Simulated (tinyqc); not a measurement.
Inputs raised by 5 %, one at a time: stress in a transistor channel from embedded alloy regions, liners and fins, by half-space elasticity. Computed by tinyqc, a small Python program. Command: `OMP_NUM_THREADS=1 python tinyqc.py 3007387 3007388 out.jsonl stressor sens`. One thread of a shared host (Intel(R) Xeon(R) Processor @ 2.30GHz), about 0.05 s of CPU time with the checks.

Plane strain in an isotropic half-space, the same constants everywhere; x along the channel from its centre, y downwards from the free surface; stress is positive in tension.

Inputs (values chosen for the exercise, modelled on silicon):
```
quantity                                   value      unit
alloy fraction x                            0.02         -
lattice change per unit x, beta           -0.443         -
Young's modulus E                            157       GPa
Poisson ratio nu                            0.23         -
channel length L                              20        nm
length of each stressor S                    125        nm
recess depth d                                40        nm
depth of the field point y                   5.7        nm
liner stress                                 2.4       GPa
liner thickness t                             35        nm
length of a cut fin or stripe                640        nm
height of the strained layer h                12        nm
longitudinal piezoresistance coefficient     -33  1e-11/Pa
vertical piezoresistance coefficient        52.9  1e-11/Pa
```

Stressor: Si(1-x)C(x) source and drain.

Method:
- Misfit e = beta x. A fully constrained inclusion holds the stress -p with p = E e/(1 - 2 nu); a blanket film would hold -E e/(1 - nu) in the plane.
- A line element dA of misfit at (a, c) in the half-space gives, with C = E e/(2 pi (1 - nu)), X = x - a, r1^2 = X^2 + (y - c)^2, r2^2 = X^2 + Y^2, Y = y + c: s_xx = -C dA {[X^2 - (y - c)^2]/r1^4 + 3 [X^2 - Y^2]/r2^4 + 4 y Y (Y^2 - 3 X^2)/r2^6}, s_yy = C dA {[X^2 - (y - c)^2]/r1^4 - [X^2 - Y^2]/r2^4 + 4 y Y (Y^2 - 3 X^2)/r2^6}. These are integrated over two rectangles, L/2 < |a| < L/2 + S, 0 < c < d (closed form in a, 200 Gauss-Legendre points in c).
- The liner over source and drain ends at the gate, x = -/+ L/2, and pulls there with the force per width F = (liner stress) t along the surface. A tangential line force gives s_xx = (2 F/pi) X^3/(X^2 + y^2)^2 at the distance X; two of them add at the centre, X = L/2. For L > 3.5 y the concentrated force is an upper bound.
- d mu/mu = -(pi_L s_xx + pi_z s_yy) for the embedded regions alone; the stress across the width is left out.
- Shear-lag estimate for a stripe of length l and height h on a like substrate: the stress along it is s(x)/s_film = 1 - cosh(x/lam)/cosh(l/(2 lam)), lam = (pi/2) g h with g = 1.258; mean = 1 - (2 lam/l) tanh(l/(2 lam)).

Runs:
```
input moved                          from      to  s_xx (MPa)  mobility change (%)  s_xx from the liner (MPa)  share kept on average
base run                                -       -        1365                49.95                       6093                 0.9259
alloy fraction x                     0.02   0.021        1433                52.45                       6093                 0.9259
Poisson ratio nu                     0.23  0.2415        1386                50.71                       6093                 0.9259
channel length L (nm)                  20      21        1379                49.80                       6077                 0.9259
liner stress (GPa)                    2.4    2.52        1365                49.95                       6398                 0.9259
liner thickness t (nm)                 35   36.75        1365                49.95                       6398                 0.9259
length of a cut fin or stripe (nm)    640     672        1365                49.95                       6093                 0.9294
height of the strained layer h (nm)    12    12.6        1365                49.95                       6093                 0.9222
```

Exponents ln(y'/y) / ln(x'/x):
```
input                            s_xx  mobility change  s_xx from the liner  share kept on average
alloy fraction x                1.000            1.000                0.000                  0.000
Poisson ratio nu                0.308            0.308                0.000                  0.000
channel length L                0.214           -0.059               -0.055                  0.000
liner stress                    0.000            0.000                1.000                  0.000
liner thickness t               0.000            0.000                1.000                  0.000
length of a cut fin or stripe   0.000            0.000                0.000                  0.078
height of the strained layer h  0.000            0.000                0.000                 -0.082
```

Among the inputs moved here: s_xx answers most in size to alloy fraction x (exponent +1.000), next to Poisson ratio nu (+0.308); its exponent is below 0.0005 for liner stress, liner thickness t, length of a cut fin or stripe, height of the strained layer h. Its exponent +1.000 in alloy fraction x: linear elasticity. Mobility change answers most in size to alloy fraction x (exponent +1.000), next to Poisson ratio nu (+0.308); its exponent is below 0.0005 for liner stress, liner thickness t, length of a cut fin or stripe, height of the strained layer h. s_xx from the liner answers most in size to liner stress (exponent +1.000), and about equally to liner thickness t (+1.000); its exponent is below 0.0005 for alloy fraction x, Poisson ratio nu, length of a cut fin or stripe, height of the strained layer h. Its exponent +1.000 in liner thickness t: force is stress times thickness. Share kept on average answers most in size to height of the strained layer h (exponent -0.082), next to length of a cut fin or stripe (+0.078); its exponent is below 0.0005 for alloy fraction x, Poisson ratio nu, channel length L, liner stress, liner thickness t.

Caution (all rows): the real force is spread over several liner thicknesses, so for a channel this short the concentrated force clearly overstates the stress. Caution (all rows): beyond a few hundred MPa bulk piezoresistance coefficients no longer describe an inversion layer well.
